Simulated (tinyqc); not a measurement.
Inversion layer as a triangular well, valleys of the Ge type: one step. Effect on the gate capacitance. Three cases, with inputs chosen for the exercise.

Question. The charge sits at the mean distance <z> from the surface, which adds (3.9/eps) <z> to the oxide thickness; C/Cox = tox/(tox + 3.9 <z>/eps). The density-of-states term is left out.

Case 1.

Values chosen (out of a larger set: near those of Ge; not measured data): eps = 16.1 (dielectric constant); tox = 15 angstrom (SiO2-equivalent oxide thickness).

mean distance from the surface = 35.3340 angstrom

Case 2.

Values chosen (out of a larger set: near those of Ge; not measured data): eps = 16.3 (dielectric constant); tox = 26 angstrom (SiO2-equivalent oxide thickness).

mean distance from the surface = 15.3040 angstrom

Case 3.

Values chosen (out of a larger set: near those of Ge; not measured data): eps = 15.7 (dielectric constant); tox = 11 angstrom (SiO2-equivalent oxide thickness).

mean distance from the surface = 41.6049 angstrom

Give: added thickness; C/Cox.

Answer.

Case 1.

added thickness = 8.56 angstrom
C/Cox = 0.637

Case 2.

added thickness = 3.66 angstrom
C/Cox = 0.877

Case 3.

added thickness = 10.33 angstrom
C/Cox = 0.516

Computed by tinyqc, one run a case: `OMP_NUM_THREADS=1 python tinyqc.py N N+1 out.jsonl` with N = 1250038, 1250176, 1251451; one thread of a shared Intel(R) Xeon(R) Processor @ 2.30GHz, about 0.02 s a run at most.
